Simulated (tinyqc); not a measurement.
Worked calculation (part 1 of 2): CCSD on RHF in the sto-3g basis, frozen core, for BeH2, spin multiplicity 1. Computed by tinyqc, a small Python program that keeps every step (integrals from PySCF). Settings: charge = 0, multiplicity = 1, basis = sto-3g, method = RHF, frozen orbitals = 1, energy threshold = 1e-10, iteration cap = 75, orthogonalisation = symmetric, start = core, DIIS depth = 6, amplitude equations = CCSD, DIIS depth for amplitudes = 0, cap on updates = 50. Command: `OMP_NUM_THREADS=1 python tinyqc.py 22822 22823 out.jsonl` (the two numbers bound the seeds that draw the settings). One thread of a shared host (Intel(R) Xeon(R) Processor @ 2.60GHz), about 0.4 s of CPU time with the checks. Later iterations appear only in the table of the cycle.

## One-electron integrals

Geometry (angstrom):
```
atom         x          y         z
Be    0.000000   0.000000  0.000000
H     0.000000   1.465000  0.000000
H     0.000000  -1.465000  0.000000
```

Basis sto-3g: exponents (1/bohr^2) and contraction coefficients of normalised primitives:
```
element  l (shell)   exponent  coefficient
Be           s (1)  30.167871     0.154329
Be           s (1)   5.495115     0.535328
Be           s (1)   1.487193     0.444635
Be           s (2)   1.314833    -0.099967
Be           s (2)   0.305539     0.399513
Be           s (2)   0.099371     0.700115
Be           p (3)   1.314833     0.155916
Be           p (3)   0.305539     0.607684
Be           p (3)   0.099371     0.391957
H            s (1)   3.425251     0.154329
H            s (1)   0.623914     0.535328
H            s (1)   0.168855     0.444635
```

Overlap, kinetic and nuclear-attraction integrals over the contracted functions; the nuclear repulsion is the sum of Za Zb / Rab.

nuclear repulsion = 3.07031146 hartree

overlap S, order 1Be 1s, 1Be 2s, 1Be 2px, 1Be 2py, 1Be 2pz, 2H 1s, 3H 1s:
```
[[1.000000, 0.259517, 0.000000, 0.000000, 0.000000, 0.052778, 0.052778],
 [0.259517, 1.000000, 0.000000, 0.000000, 0.000000, 0.410411, 0.410411],
 [0.000000, 0.000000, 1.000000, 0.000000, 0.000000, 0.000000, 0.000000],
 [0.000000, 0.000000, 0.000000, 1.000000, 0.000000, 0.488250, -0.488250],
 [0.000000, 0.000000, 0.000000, 0.000000, 1.000000, 0.000000, 0.000000],
 [0.052778, 0.410411, 0.000000, 0.488250, 0.000000, 1.000000, 0.021148],
 [0.052778, 0.410411, 0.000000, -0.488250, 0.000000, 0.021148, 1.000000]]
```

kinetic energy T (hartree), order 1Be 1s, 1Be 2s, 1Be 2px, 1Be 2py, 1Be 2pz, 2H 1s, 3H 1s:
```
[[6.693975, -0.033012, 0.000000, 0.000000, 0.000000, -0.014095, -0.014095],
 [-0.033012, 0.211111, 0.000000, 0.000000, 0.000000, 0.051198, 0.051198],
 [0.000000, 0.000000, 0.660592, 0.000000, 0.000000, 0.000000, 0.000000],
 [0.000000, 0.000000, 0.000000, 0.660592, 0.000000, 0.154076, -0.154076],
 [0.000000, 0.000000, 0.000000, 0.000000, 0.660592, 0.000000, 0.000000],
 [-0.014095, 0.051198, 0.000000, 0.154076, 0.000000, 0.760032, -0.007237],
 [-0.014095, 0.051198, 0.000000, -0.154076, 0.000000, -0.007237, 0.760032]]
```

nuclear attraction V (hartree), order 1Be 1s, 1Be 2s, 1Be 2px, 1Be 2py, 1Be 2pz, 2H 1s, 3H 1s:
```
[[-15.283518, -2.086728, 0.000000, 0.000000, 0.000000, -0.422636, -0.422636],
 [-2.086728, -3.002680, 0.000000, 0.000000, 0.000000, -1.159884, -1.159884],
 [0.000000, 0.000000, -2.916000, 0.000000, 0.000000, 0.000000, 0.000000],
 [0.000000, 0.000000, 0.000000, -3.120957, 0.000000, -1.346583, 1.346583],
 [0.000000, 0.000000, 0.000000, 0.000000, -2.916000, 0.000000, 0.000000],
 [-0.422636, -1.159884, 0.000000, -1.346583, 0.000000, -2.845278, -0.070775],
 [-0.422636, -1.159884, 0.000000, 1.346583, 0.000000, -0.070775, -2.845278]]
```

core Hamiltonian H = T + V (hartree), order 1Be 1s, 1Be 2s, 1Be 2px, 1Be 2py, 1Be 2pz, 2H 1s, 3H 1s:
```
[[-8.589543, -2.119740, 0.000000, 0.000000, 0.000000, -0.436731, -0.436731],
 [-2.119740, -2.791569, 0.000000, 0.000000, 0.000000, -1.108686, -1.108686],
 [0.000000, 0.000000, -2.255408, 0.000000, 0.000000, 0.000000, 0.000000],
 [0.000000, 0.000000, 0.000000, -2.460365, 0.000000, -1.192507, 1.192507],
 [0.000000, 0.000000, 0.000000, 0.000000, -2.255408, 0.000000, 0.000000],
 [-0.436731, -1.108686, 0.000000, -1.192507, 0.000000, -2.085247, -0.078011],
 [-0.436731, -1.108686, 0.000000, 1.192507, 0.000000, -0.078011, -2.085247]]
```

## Two-electron integrals

Functions are numbered as in S; the eight-fold symmetry (ij|kl) = (ji|kl) = (kl|ij) leaves the list below.

Two-electron integrals (ij|kl) in chemists' order, unique and non-zero (hartree):
```
(11|11) 2.298831    (21|11) 0.392036    (21|21) 0.079539    (22|11) 0.570988
(22|21) 0.143041    (22|22) 0.417683    (31|31) 0.014607    (32|31) 0.021888
(32|32) 0.092265    (33|11) 0.569578    (33|21) 0.143083    (33|22) 0.417589
(33|33) 0.449859    (41|41) 0.014607    (42|41) 0.021888    (42|42) 0.092265
(43|43) 0.024249    (44|11) 0.569578    (44|21) 0.143083    (44|22) 0.417589
(44|33) 0.401360    (44|44) 0.449859    (51|51) 0.014607    (52|51) 0.021888
(52|52) 0.092265    (53|53) 0.024249    (54|54) 0.024249    (55|11) 0.569578
(55|21) 0.143083    (55|22) 0.417589    (55|33) 0.401360    (55|44) 0.401360
(55|55) 0.449859    (61|11) 0.078753    (61|21) 0.015970    (61|22) 0.028961
(61|33) 0.028756    (61|41) 0.001414    (61|42) 0.002667    (61|44) 0.029387
(61|55) 0.028756    (61|61) 0.003363    (62|11) 0.192246    (62|21) 0.048872
(62|22) 0.155615    (62|33) 0.149701    (62|41) 0.006399    (62|42) 0.039345
(62|44) 0.167304    (62|55) 0.149701    (62|61) 0.010856    (62|62) 0.086503
(63|31) 0.004472    (63|32) 0.020969    (63|43) 0.006801    (63|63) 0.007921
(64|11) 0.206727    (64|21) 0.053193    (64|22) 0.177608    (64|33) 0.167082
(64|41) 0.010389    (64|42) 0.061202    (64|44) 0.198480    (64|55) 0.167082
(64|61) 0.012344    (64|62) 0.112266    (64|64) 0.150395    (65|51) 0.004472
(65|52) 0.020969    (65|54) 0.006801    (65|65) 0.007921    (66|11) 0.359187
(66|21) 0.092950    (66|22) 0.331768    (66|33) 0.307751    (66|41) 0.014234
(66|42) 0.113136    (66|44) 0.379535    (66|55) 0.307751    (66|61) 0.021176
(66|62) 0.234505    (66|64) 0.323047    (66|66) 0.774606    (71|11) 0.078753
(71|21) 0.015970    (71|22) 0.028961    (71|33) 0.028756    (71|41) -0.001414
(71|42) -0.002667   (71|44) 0.029387    (71|55) 0.028756    (71|61) 0.003070
(71|62) 0.009159    (71|64) 0.009613    (71|66) 0.017216    (71|71) 0.003363
(72|11) 0.192246    (72|21) 0.048872    (72|22) 0.155615    (72|33) 0.149701
(72|41) -0.006399   (72|42) -0.039345   (72|44) 0.167304    (72|55) 0.149701
(72|61) 0.009159    (72|62) 0.044685    (72|64) 0.046622    (72|66) 0.089290
(72|71) 0.010856    (72|72) 0.086503    (73|31) 0.004472    (73|32) 0.020969
(73|43) -0.006801   (73|63) 0.003225    (73|73) 0.007921    (74|11) -0.206727
(74|21) -0.053193   (74|22) -0.177608   (74|33) -0.167082   (74|41) 0.010389
(74|42) 0.061202    (74|44) -0.198480   (74|55) -0.167082   (74|61) -0.009613
(74|62) -0.046622   (74|64) -0.047000   (74|66) -0.092269   (74|71) -0.012344
(74|72) -0.112266   (74|74) 0.150395    (75|51) 0.004472    (75|52) 0.020969
(75|54) -0.006801   (75|65) 0.003225    (75|75) 0.007921    (76|11) 0.013198
(76|21) 0.003266    (76|22) 0.009237    (76|33) 0.009100    (76|44) 0.009506
(76|55) 0.009100    (76|61) 0.000664    (76|62) 0.003532    (76|64) 0.004091
(76|66) 0.007728    (76|71) 0.000664    (76|72) 0.003532    (76|74) -0.004091
(76|76) 0.000207    (77|11) 0.359187    (77|21) 0.092950    (77|22) 0.331768
(77|33) 0.307751    (77|41) -0.014234   (77|42) -0.113136   (77|44) 0.379535
(77|55) 0.307751    (77|61) 0.017216    (77|62) 0.089290    (77|64) 0.092269
(77|66) 0.180593    (77|71) 0.021176    (77|72) 0.234505    (77|74) -0.323047
(77|76) 0.007728    (77|77) 0.774606
```

## Orthogonalisation

S = U s U^T; symmetric (Loewdin) form X = U s^(-1/2) U^T, so that X^T S X = 1.

eigenvalues of S: [0.298855, 0.398278, 0.948127, 1.000000, 1.000000, 1.674743, 1.679997]

X, order 1Be 1s, 1Be 2s, 1Be 2px, 1Be 2py, 1Be 2pz, 2H 1s, 3H 1s:
```
[[1.028567, -0.152373, 0.000000, 0.000000, 0.000000, 0.020422, 0.020422],
 [-0.152373, 1.200933, 0.000000, 0.000000, 0.000000, -0.264970, -0.264970],
 [0.000000, 0.000000, 1.000000, 0.000000, 0.000000, 0.000000, 0.000000],
 [0.000000, 0.000000, 0.000000, 1.292279, 0.000000, -0.373916, 0.373916],
 [0.000000, 0.000000, 0.000000, 0.000000, 1.000000, 0.000000, 0.000000],
 [0.020422, -0.264970, 0.000000, -0.373916, 0.000000, 1.231623, -0.076852],
 [0.020422, -0.264970, 0.000000, 0.373916, 0.000000, -0.076852, 1.231623]]
```

## Starting guess

The start is the orbitals of the core Hamiltonian; D = 2 C_occ C_occ^T.

D at the start, order 1Be 1s, 1Be 2s, 1Be 2px, 1Be 2py, 1Be 2pz, 2H 1s, 3H 1s:
```
[[2.136616, -0.505867, 0.000000, 0.000000, 0.000000, -0.029955, -0.029955],
 [-0.505867, 1.820429, 0.000000, 0.000000, 0.000000, 0.170016, 0.170016],
 [0.000000, 0.000000, 0.000000, 0.000000, 0.000000, 0.000000, 0.000000],
 [0.000000, 0.000000, 0.000000, 2.089039, 0.000000, -0.046634, 0.046634],
 [0.000000, 0.000000, 0.000000, 0.000000, 0.000000, 0.000000, 0.000000],
 [-0.029955, 0.170016, 0.000000, -0.046634, 0.000000, 0.017069, 0.014987],
 [-0.029955, 0.170016, 0.000000, 0.046634, 0.000000, 0.014987, 0.017069]]
```

## Iteration 1: building the Fock matrix

J_ij = sum D_kl (ij|kl), K_ij = sum D_kl (ik|jl); F = H + J - 0.5 K; E = tr D H + tr D J / 2 - 0.25 tr D K + E_nn.

Coulomb J (hartree), order 1Be 1s, 1Be 2s, 1Be 2px, 1Be 2py, 1Be 2pz, 2H 1s, 3H 1s:
```
[[6.839796, 1.341132, 0.000000, 0.000000, 0.000000, 0.271267, 0.271267],
 [1.341132, 2.788817, 0.000000, 0.000000, 0.000000, 1.028325, 1.028325],
 [0.000000, 0.000000, 2.748830, 0.000000, 0.000000, 0.000000, 0.000000],
 [0.000000, 0.000000, 0.000000, 2.858647, 0.000000, 1.167348, -1.167348],
 [0.000000, 0.000000, 0.000000, 0.000000, 2.748830, 0.000000, 0.000000],
 [0.271267, 1.028325, 0.000000, 1.167348, 0.000000, 2.155829, 0.063397],
 [0.271267, 1.028325, 0.000000, -1.167348, 0.000000, 0.063397, 2.155829]]
```

exchange K (hartree), order 1Be 1s, 1Be 2s, 1Be 2px, 1Be 2py, 1Be 2pz, 2H 1s, 3H 1s:
```
[[4.691758, 0.828463, 0.000000, 0.000000, 0.000000, 0.181870, 0.181870],
 [0.828463, 1.075257, 0.000000, 0.000000, 0.000000, 0.479803, 0.479803],
 [0.000000, 0.000000, 0.240507, 0.000000, 0.000000, 0.000000, 0.000000],
 [0.000000, 0.000000, 0.000000, 1.123877, 0.000000, 0.492242, -0.492242],
 [0.000000, 0.000000, 0.000000, 0.000000, 0.240507, 0.000000, 0.000000],
 [0.181870, 0.479803, 0.000000, 0.492242, 0.000000, 0.531197, 0.022143],
 [0.181870, 0.479803, 0.000000, -0.492242, 0.000000, 0.022143, 0.531197]]
```

Fock matrix F (hartree), order 1Be 1s, 1Be 2s, 1Be 2px, 1Be 2py, 1Be 2pz, 2H 1s, 3H 1s:
```
[[-4.095626, -1.192839, 0.000000, 0.000000, 0.000000, -0.256399, -0.256399],
 [-1.192839, -0.540381, 0.000000, 0.000000, 0.000000, -0.320262, -0.320262],
 [0.000000, 0.000000, 0.373168, 0.000000, 0.000000, 0.000000, 0.000000],
 [0.000000, 0.000000, 0.000000, -0.163656, 0.000000, -0.271279, 0.271279],
 [0.000000, 0.000000, 0.000000, 0.000000, 0.373168, 0.000000, 0.000000],
 [-0.256399, -0.320262, 0.000000, -0.271279, 0.000000, -0.195016, -0.025686],
 [-0.256399, -0.320262, 0.000000, 0.271279, 0.000000, -0.025686, -0.195016]]
```

total energy of this density = -14.92757976 hartree

## Iteration 1: diagonalisation and new density

Diagonalise F' = X^T F X, C = X C', fill 3 alpha and 3 beta electrons from the bottom; D = 2 C_occ C_occ^T. Each column has its largest component positive (the first on a tie).

F' = X^T F X (hartree):
```
[[-3.989361, -0.658192, 0.000000, 0.000000, 0.000000, -0.029181, -0.029181],
 [-0.658192, -0.102649, 0.000000, 0.000000, 0.000000, -0.266406, -0.266406],
 [0.000000, 0.000000, 0.373168, 0.000000, 0.000000, 0.000000, 0.000000],
 [0.000000, 0.000000, 0.000000, 0.203680, 0.000000, -0.372641, 0.372641],
 [0.000000, 0.000000, 0.000000, 0.000000, 0.373168, 0.000000, 0.000000],
 [-0.029181, -0.266406, 0.000000, -0.372641, 0.000000, 0.107619, -0.087612],
 [-0.029181, -0.266406, 0.000000, 0.372641, 0.000000, -0.087612, 0.107619]]
```

orbital energies (hartree): [-4.100340, -0.350850, -0.327556, 0.373168, 0.373168, 0.379187, 0.726467]

coefficients C, order 1Be 1s, 1Be 2s, 1Be 2px, 1Be 2py, 1Be 2pz, 2H 1s, 3H 1s:
```
[[0.989823, -0.225742, 0.000000, 0.000000, 0.000000, -0.226479, 0.000000],
 [0.038197, 0.602473, 0.000000, 0.000000, 0.000000, 1.114200, 0.000000],
 [0.000000, 0.000000, 0.000000, 0.999491, 0.031905, 0.000000, 0.000000],
 [0.000000, 0.000000, 0.534697, 0.000000, 0.000000, 0.000000, 1.289849],
 [0.000000, 0.000000, 0.000000, -0.031905, 0.999491, 0.000000, 0.000000],
 [-0.003142, 0.381611, 0.393518, 0.000000, 0.000000, -0.769245, -0.917066],
 [-0.003142, 0.381611, -0.393518, 0.000000, 0.000000, -0.769245, 0.917066]]
```

D after iteration 1, order 1Be 1s, 1Be 2s, 1Be 2px, 1Be 2py, 1Be 2pz, 2H 1s, 3H 1s:
```
[[2.061419, -0.196389, 0.000000, 0.000000, 0.000000, -0.178510, -0.178510],
 [-0.196389, 0.728865, 0.000000, 0.000000, 0.000000, 0.459580, 0.459580],
 [0.000000, 0.000000, 0.000000, 0.000000, 0.000000, 0.000000, 0.000000],
 [0.000000, 0.000000, 0.000000, 0.571802, 0.000000, 0.420826, -0.420826],
 [0.000000, 0.000000, 0.000000, 0.000000, 0.000000, 0.000000, 0.000000],
 [-0.178510, 0.459580, 0.000000, 0.420826, 0.000000, 0.600986, -0.018439],
 [-0.178510, 0.459580, 0.000000, -0.420826, 0.000000, -0.018439, 0.600986]]
```

Within a degenerate level the vectors are fixed only up to a rotation; this is one choice.

## Iteration 7 (converged): orbitals

converged F (hartree), order 1Be 1s, 1Be 2s, 1Be 2px, 1Be 2py, 1Be 2pz, 2H 1s, 3H 1s:
```
[[-4.523484, -1.288671, 0.000000, 0.000000, 0.000000, -0.270496, -0.270496],
 [-1.288671, -0.609824, 0.000000, 0.000000, 0.000000, -0.371147, -0.371147],
 [0.000000, 0.000000, 0.213736, 0.000000, 0.000000, 0.000000, 0.000000],
 [0.000000, 0.000000, 0.000000, -0.184977, 0.000000, -0.317329, 0.317329],
 [0.000000, 0.000000, 0.000000, 0.000000, 0.213736, 0.000000, 0.000000],
 [-0.270496, -0.371147, 0.000000, -0.317329, 0.000000, -0.264930, -0.027046],
 [-0.270496, -0.371147, 0.000000, 0.317329, 0.000000, -0.027046, -0.264930]]
```

As before.

F' = X^T F X (hartree):
```
[[-4.414197, -0.697091, 0.000000, 0.000000, 0.000000, -0.023488, -0.023488],
 [-0.697091, -0.125180, 0.000000, 0.000000, 0.000000, -0.302467, -0.302467],
 [0.000000, 0.000000, 0.213736, 0.000000, 0.000000, 0.000000, 0.000000],
 [0.000000, 0.000000, 0.000000, 0.237911, 0.000000, -0.419542, 0.419542],
 [0.000000, 0.000000, 0.000000, 0.000000, 0.213736, 0.000000, 0.000000],
 [-0.023488, -0.302467, 0.000000, -0.419542, 0.000000, 0.069948, -0.092071],
 [-0.023488, -0.302467, 0.000000, 0.419542, 0.000000, -0.092071, 0.069948]]
```

orbital energies (hartree): [-4.526878, -0.434500, -0.394569, 0.213736, 0.213736, 0.399879, 0.794499]

coefficients C, order 1Be 1s, 1Be 2s, 1Be 2px, 1Be 2py, 1Be 2pz, 2H 1s, 3H 1s:
```
[[0.991800, -0.216225, 0.000000, 0.000000, 0.000000, -0.227115, 0.000000],
 [0.031568, 0.586546, 0.000000, 0.000000, 0.000000, 1.122872, 0.000000],
 [0.000000, 0.000000, 0.000000, 0.974692, 0.223550, 0.000000, 0.000000],
 [0.000000, 0.000000, 0.498473, 0.000000, 0.000000, 0.000000, 1.304276],
 [0.000000, 0.000000, 0.000000, -0.223550, 0.974692, 0.000000, 0.000000],
 [-0.003606, 0.392653, 0.418971, 0.000000, 0.000000, -0.763665, -0.905721],
 [-0.003606, 0.392653, -0.418971, 0.000000, 0.000000, -0.763665, 0.905721]]
```

D after iteration 7, order 1Be 1s, 1Be 2s, 1Be 2px, 1Be 2py, 1Be 2pz, 2H 1s, 3H 1s:
```
[[2.060842, -0.191032, 0.000000, 0.000000, 0.000000, -0.176955, -0.176955],
 [-0.191032, 0.690066, 0.000000, 0.000000, 0.000000, 0.460391, 0.460391],
 [0.000000, 0.000000, 0.000000, 0.000000, 0.000000, 0.000000, 0.000000],
 [0.000000, 0.000000, 0.000000, 0.496951, 0.000000, 0.417691, -0.417691],
 [0.000000, 0.000000, 0.000000, 0.000000, 0.000000, 0.000000, 0.000000],
 [-0.176955, 0.460391, 0.000000, 0.417691, 0.000000, 0.659453, -0.042694],
 [-0.176955, 0.460391, 0.000000, -0.417691, 0.000000, -0.042694, 0.659453]]
```

Within a degenerate level the vectors are fixed only up to a rotation; this is one choice.

## Convergence

Stop when the energy changes by less than 1e-10 hartree and every element of the error matrix X^T (F D S - S D F) X is below 3e-06.

Course of the cycle:
```
iteration   E (hartree)     change  largest element of the error matrix
1          -14.92757976          -                             5.63e-01
2          -15.53826368  -6.11e-01                             4.21e-02
3          -15.54034402  -2.08e-03                             1.72e-03
4          -15.54035166  -7.65e-06                             3.20e-04
5          -15.54035195  -2.88e-07                             1.04e-05
6          -15.54035195  -1.76e-10                             1.93e-09
7          -15.54035195   1.42e-14                             9.15e-10
```

PySCF RHF in the same basis = -15.54035195 hartree

Converged in 7 iterations.

## Populations, bond orders and dipole

Mulliken: Z minus the diagonal of D S on the atom; Loewdin: the same with S^(1/2) D S^(1/2); Mayer order: 2 sum_s sum (D(s) S)_ij (D(s) S)_ji over the two atoms.

Charges (e):
```
atom   Mulliken    Loewdin
1Be    0.084197   0.070468
2H    -0.042098  -0.035234
3H    -0.042098  -0.035234
```

Mayer bond orders:
```
pair     order
2-1   0.995411
3-1   0.995411
3-2   0.002817
```

dipole moment about the origin, x y z (debye): [0.000000, 0.000000, 0.000000]

## Integrals over molecular orbitals

(pq|rs) = sum C_ip C_jq C_kr C_ls (ij|kl), one index at a time.

one-electron integrals over orbitals h = C^T H C (hartree):
```
[[-8.578081, 0.214185, 0.000000, 0.000000, 0.000000, 0.201750, 0.000000],
 [0.214185, -2.364409, 0.000000, 0.000000, 0.000000, -0.216780, 0.000000],
 [0.000000, 0.000000, -2.312227, 0.000000, 0.000000, 0.000000, -0.302744],
 [0.000000, 0.000000, 0.000000, -2.255408, 0.000000, 0.000000, 0.000000],
 [0.000000, 0.000000, 0.000000, 0.000000, -2.255408, 0.000000, 0.000000],
 [0.201750, -0.216780, 0.000000, 0.000000, 0.000000, -1.904987, 0.000000],
 [0.000000, 0.000000, -0.302744, 0.000000, 0.000000, 0.000000, -1.843728]]
```

Two-electron integrals over orbitals (pq|rs), unique and non-zero (hartree); the lowest 1 orbital is frozen and left out:
```
(22|22) 0.384071    (32|32) 0.161355    (33|22) 0.396677    (33|33) 0.419998
(42|42) 0.048109    (43|43) 0.013356    (44|22) 0.359849    (44|33) 0.344154
(44|44) 0.449859    (52|52) 0.048109    (53|53) 0.013356    (54|54) 0.024249
(55|22) 0.359849    (55|33) 0.344154    (55|44) 0.401360    (55|55) 0.449859
(62|22) -0.018598   (62|33) -0.043260   (62|44) 0.061447    (62|55) 0.061447
(62|62) 0.080794    (63|32) -0.092844   (63|63) 0.085188    (64|42) 0.046955
(64|64) 0.050100    (65|52) 0.046955    (65|65) 0.050100    (66|22) 0.384753
(66|33) 0.395852    (66|44) 0.358957    (66|55) 0.358957    (66|62) -0.030229
(66|66) 0.400932    (72|32) -0.041129   (72|63) 0.061931    (72|72) 0.056954
(73|22) -0.001587   (73|33) -0.018497   (73|44) 0.066022    (73|55) 0.066022
(73|62) 0.076352    (73|66) -0.022399   (73|73) 0.085190    (74|43) 0.013494
(74|74) 0.016817    (75|53) 0.013494    (75|75) 0.016817    (76|32) 0.141158
(76|63) -0.092837   (76|72) -0.050727   (76|76) 0.138326    (77|22) 0.411676
(77|33) 0.429031    (77|44) 0.383250    (77|55) 0.383250    (77|62) -0.025811
(77|66) 0.421010    (77|73) -0.001932   (77|77) 0.468410
```

## CCSD: starting amplitudes

t_ij^ab = <ij||ab> / (e_i + e_j - e_a - e_b), whose energy is MP2.

Starting amplitudes (spin orbitals 1a, 1b, ...; amplitudes related by a flip of all spins are not repeated):
```
from      to          t
3a 3b  6a 6b  -0.053615
2a 2b  6a 6b  -0.048415
2a 3b  6a 7b  -0.037733
2a 2b  5a 5b  -0.037108
2a 2b  4a 4b  -0.037108
3a 3b  7a 7b  -0.035822
2a 3b  6b 7a   0.030607
2a 2b  7a 7b  -0.023171
3a 3b  5a 5b  -0.010978
3a 3b  4a 4b  -0.010978
2a 3a  6a 7a  -0.007127
```

correlation energy = -0.02647258 hartree

## CCSD: amplitude update 1

t_i^a D_i^a and t_ij^ab D_ij^ab are set to the remaining terms of the spin-orbital equations, evaluated with the old amplitudes; for the doubles these are <ij||ab> + 1/2 <ab||ef> t_ij^ef + 1/2 <mn||ij> t_mn^ab + P(ij)P(ab) <mb||ej> t_im^ae + terms in t^2 + terms with t1, D the orbital-energy denominators.

Amplitudes after update 1 (spin orbitals 1a, 1b, ...; amplitudes related by a flip of all spins are not repeated):
```
from      to          t
3a 3b  6a 6b  -0.074631
2a 2b  6a 6b  -0.063274
2a 3b  6a 7b  -0.052271
2a 2b  5a 5b  -0.046972
2a 2b  4a 4b  -0.046972
3a 3b  7a 7b  -0.045959
2a 3b  6b 7a   0.044172
2a 2b  7a 7b  -0.030621
2a 3a  6a 7a  -0.008099
3a 3b  5a 5b  -0.007501
3a 3b  4a 4b  -0.007501
2a        6a   0.005485
3a        7a  -0.001146
```

correlation energy = -0.03553429 hartree
